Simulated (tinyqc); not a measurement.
Coherent transport through a tight-binding region between two chains, step by step. One step of it, computed by the program tinyqc.

Task: Transmission at E = -0.45 eV. Surface Green function g = (E - i sqrt(4 t^2 - E^2)) / (2 t^2); self-energy tc^2 g on each contact site; G = (E - H - Sigma)^(-1); Gamma = -2 Im Sigma; T = Gamma_L Gamma_R |G_LR|^2; local density of states -Im G_ii / pi.

H of the central region (eV):
```
[[0.000000, -2.250000, 0.000000, 0.000000, 0.000000, 0.000000],
 [-2.250000, 0.000000, -1.120000, 0.000000, 0.000000, 0.000000],
 [0.000000, -1.120000, 0.000000, -1.110000, 0.000000, 0.000000],
 [0.000000, 0.000000, -1.110000, 0.000000, -2.250000, 0.000000],
 [0.000000, 0.000000, 0.000000, -2.250000, 0.000000, -0.420000],
 [0.000000, 0.000000, 0.000000, 0.000000, -0.420000, 0.000000]]
```

Leads: semi-infinite chains with site energy 0:
```
parameter                           value
lead hopping t (eV)              1.400000
coupling to the left lead (eV)   1.360000
coupling to the right lead (eV)  0.220000
left contact site                       1
right contact site                      6
```

E = -0.450000 eV

Give: g; G; local density of states; transmission.

Result:

g = -0.1148-0.7050i 1/eV

G (1/eV):
```
[[-0.3113-0.1690i, 0.3136+0.1625i, 0.7513+0.4048i, -0.0119+0.0001i, -0.3730-0.1997i, -0.3360-0.2145i],
 [0.3136+0.1625i, 0.1273-0.1646i, 0.3140-0.3927i, -0.0012+0.0069i, -0.1551+0.1951i, -0.1598+0.1721i],
 [0.7513+0.4048i, 0.3140-0.3927i, -1.3832-0.9709i, 0.0234+0.0026i, 0.6870+0.4795i, 0.6109+0.5000i],
 [-0.0119+0.0001i, -0.0012+0.0069i, 0.0234+0.0026i, 0.0107-0.0059i, 0.4350-0.0024i, 0.4089+0.0291i],
 [-0.3730-0.1997i, -0.1551+0.1951i, 0.6870+0.4795i, 0.4350-0.0024i, -0.2519-0.2370i, -0.2196-0.2409i],
 [-0.3360-0.2145i, -0.1598+0.1721i, 0.6109+0.5000i, 0.4089+0.0291i, -0.2196-0.2409i, -2.4257-0.4139i]]
```

local density of states (1/eV): [0.0538, 0.0524, 0.3091, 0.0019, 0.0755, 0.1317]

transmission = 0.0283
